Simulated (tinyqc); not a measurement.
What the corrections do to the levels: formation energy of a charged point defect from supercell energies. Computed by tinyqc, a small Python program. Command: `OMP_NUM_THREADS=1 python tinyqc.py 3007881 3007882 out.jsonl formation walk`. One thread of a shared host (Intel(R) Xeon(R) Processor @ 2.30GHz), about 0.01 s of CPU time with the checks.

The host is a compound AB. Making the defect adds n_A = 1, n_B = 0 atoms to the cell. All total energies are inputs. E_F is counted from the valence-band maximum (VBM); x = 0 is A-rich and x = 1 B-rich growth.

Inputs (values chosen for the exercise, with gap and screening modelled on AlN):
```
quantity                      value      unit
E_VBM of the host cell        4.425        eV
potential alignment dV       -0.044        eV
dielectric constant eps        8.24         -
cell length L                    21  angstrom
mu_A of the pure element     -4.905        eV
formation enthalpy dH of AB   -2.19        eV
growth condition x             0.37         -
```

Defect: A interstitial. Supercell lattice: fcc.

charge states q: 0  -1  -2

E(defect, q) - E(host), in the order of q (eV): -0.292  5.067  11.406

Constants: e^2/(4 pi eps_0) = 14.39964548 eV angstrom.

Method:
- dmu_A = x dH and dmu_B = (1 - x) dH, so that dmu_A + dmu_B = dH; mu = mu(element) + dmu.
- The reservoir term is sum n_i mu_i.
- Image-charge correction of a point charge in a neutralising background: E_corr = q^2 alpha e^2/(4 pi eps_0) / (2 eps L), alpha = 2.888282 for a fcc array with L the cube root of the volume.
- E_f(q, E_F) = [E(defect, q) - E(host)] - sum n_i mu_i + q (E_VBM + dV + E_F) + E_corr(q).
- Levels eps(q/q-1) with the terms q dV and E_corr left out or kept.

E_f(q, 0) (eV): (q=0) 5.42330, (q=-1) 6.52148, (q=-2) 8.84000

E_corr (eV): (q=0) 0.000000, (q=-1) 0.120175, (q=-2) 0.480701

Levels above the VBM (eV):
```
level      raw  with alignment  with image charge  with both
(0/-1)   0.934           0.978             1.0542     1.0982
(-1/-2)  1.914           1.958             2.2745     2.3185
```

What does the comparison show, and why?

Alignment moves every level by -dV = +0.044 eV. The image term moves eps(q/q-1) by (1 - 2q) E_corr(1): (0/-1) by +0.120, (-1/-2) by +0.361 eV, donor levels down and acceptor levels up. It adds 2 E_corr(1) = 0.240 eV to every U.
